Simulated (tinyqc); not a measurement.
Metal gate on a two-layer dielectric stack with fixed charge and a dipole: one step of the calculation.

Gate, layer 2, layer 1, p-type semiconductor; x runs from the gate inwards. Charges are counted in units of +q. psi is the band bending at the surface, positive towards inversion. Classical charge, Boltzmann statistics, no interface traps.

Task. Equivalent thickness and work-function difference. EOT = 3.9 (t1/e1 + t2/e2), Cox = eps0/(t1/e1 + t2/e2); phi_ms = pM - (chi + Eg - Vt ln(Nv/Na)).

Inputs (values chosen for the exercise); band and dielectric values close to those of germanium, layer 1 close to aluminium oxide, layer 2 close to hafnium oxide:
- T = 250 K (temperature)
- Eg = 0.666 eV (band gap)
- Nv = 4.58e18 cm^-3 (valence-band density of states at T)
- chi = 4.03 eV (electron affinity)
- Na = 8.3e16 cm^-3 (acceptor density)
- pM = 4.53 eV (work function of the gate metal)
- t1 = 1.7 nm (thickness of layer 1, next to the semiconductor)
- e1 = 8.7 (relative permittivity of layer 1)
- t2 = 3.5 nm (thickness of layer 2, next to the gate)
- e2 = 21.2 (relative permittivity of layer 2)

Constants: q = 1.602176634e-19 C, kB = 1.380649e-23 J/K, Vt = kB T/q, eps0 = 8.8541878128e-14 F/cm where lengths are in cm. Results are converted to the units shown.

Give: EOT; Cox; share of layer 1 in the EOT; phi_ms.

Result.

EOT = 1.4059 nm
Cox = 2.4561 uF/cm^2
share of layer 1 in the EOT = 54.204 %
phi_ms = -0.079598 V

Program tinyqc, `OMP_NUM_THREADS=1 python tinyqc.py 2010089 2010090 out.jsonl`; Intel Xeon 2.30GHz, shared host, one thread, about 0.01 s.
